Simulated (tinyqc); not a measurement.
Plane-wave Kohn-Sham cycle with exchange-only LDA in a layered model solid, step by step. One step of it, computed by the program tinyqc.

Problem. Iteration 1: potential. V_H(G) = 4 pi rho(G)/G^2 for G != 0 (uniform background); v_x = -(3 rho/pi)^(1/3); V = V_ext + V_H + v_x; Fourier components f(G_m) = (1/N) sum_j f(x_j) exp(-i G_m x_j).

A solid whose potential varies along x alone (atomic units):
```
parameter,value
period a,12.000000
cross-section of the cell,17.000000
electrons per cell,2
grid points,16
"plane waves -n..n, n",3
k points,1
V1 in V1 cos(2 pi x/a),-0.420000
V2 in V2 cos(4 pi x/a),-0.050000
```

density at the start, on the grid x_j = j a/N (e/bohr^3): 0.00980392  0.00980392  0.00980392  0.00980392  0.00980392  0.00980392  0.00980392  0.00980392  0.00980392  0.00980392  0.00980392  0.00980392  0.00980392  0.00980392  0.00980392  0.00980392

Give: Potentials on the grid; V(G_m), m = 0, 1, 2, ....

Solution.

Potentials on the grid (hartree):
```
x,V_ext,V_H,v_x,V
0.000,-0.470,0.000,-0.211,-0.681
0.750,-0.423,0.000,-0.211,-0.634
1.500,-0.297,0.000,-0.211,-0.508
2.250,-0.125,0.000,-0.211,-0.336
3.000,0.050,0.000,-0.211,-0.161
3.750,0.196,0.000,-0.211,-0.015
4.500,0.297,0.000,-0.211,0.086
5.250,0.353,0.000,-0.211,0.142
6.000,0.370,0.000,-0.211,0.159
6.750,0.353,0.000,-0.211,0.142
7.500,0.297,0.000,-0.211,0.086
8.250,0.196,0.000,-0.211,-0.015
9.000,0.050,0.000,-0.211,-0.161
9.750,-0.125,0.000,-0.211,-0.336
10.500,-0.297,0.000,-0.211,-0.508
11.250,-0.423,0.000,-0.211,-0.634
```

V(G_m), m = 0, 1, 2, ... (hartree): -0.211  -0.210  -0.025  0.000  0.000  0.000  0.000
